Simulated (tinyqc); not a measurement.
Heterojunction of two tight-binding chains, step by step. Values are carried at full precision from step to step, so a last printed digit may differ when a step is redone from the rounded ones.

Left chain: hopping -t1, sites at 2 t1 (band bottom 0). Right chain: hopping -t2, sites at dE + 2 t2 (bottom dE). t = c/(m a^2), c = hbar^2/2m0. The bond across the interface is -tc with tc = f sqrt(t1 t2), and the last left site has the extra energy U. In a chain E = bottom + 2t (1 - cos(ka)); the surface Green function of a half chain is g = -exp(ika)/t, with Im k > 0 where cos(ka) > 1.

Constants: hbar^2/2m0 = 3.80998211 eV angstrom^2.

Values chosen for the exercise (masses and offset of the size met at InAs / GaSb; the results hold for these values, not for the real material): a = 2.8 angstrom (site spacing); m1 = 0.026 m0 (mass on the left); m2 = 0.042 m0 (mass on the right); f = 1.27 (factor on the interface hopping); dE = 0.97 eV (band offset); E = 1.31 eV (electron energy); U = 0 eV (extra energy on the last left site).

## Hoppings

Form t1, t2 and tc.

t1 = 18.69104 eV
t2 = 11.57065 eV
tc = 18.67666 eV

## Wave numbers and velocities

The left chain has hopping t1 and band bottom 0, the right one t2 and dE. cos(ka) = 1 - (E - bottom)/(2t); dE/dk = 2 t a sin(ka).

ka (rad): left 0.265519, right 0.171630

dE/dk (eV angstrom): left 27.4664, right 11.0664

## Self-energies on the last left site

Hoppings t1 (left), t2 (right), tc (interface); g is the surface Green function of a half chain. The rest of the left chain gives S1 = t1^2 g1 = -t1 exp(i k1 a); the right chain gives S2 = tc^2 g2 = -(tc^2/t2) exp(i k2 a).

S1 = -18.03604-4.90472i eV
S2 = -29.70386-5.14874i eV

## Transmission

The last site of the left chain has energy 2 t1 + U, and S1, S2 are the self-energies of the two half chains on it. G = 1/(E - 2 t1 - U - S1 - S2); T = 4 Im(S1) Im(S2) |G|^2.

G = 0.0492-0.0424i 1/eV
T = 0.4258

A fraction 0.5742 is reflected although the electron lies above the step.

## Checks

- T from the Green function against 1 - |r|^2 from matching plane waves: both 0.425836.

tinyqc: `OMP_NUM_THREADS=1 python tinyqc.py 1481817 1481818 out.jsonl`; about 0.01 s, one thread, shared Intel(R) Xeon(R) Processor @ 2.30GHz.
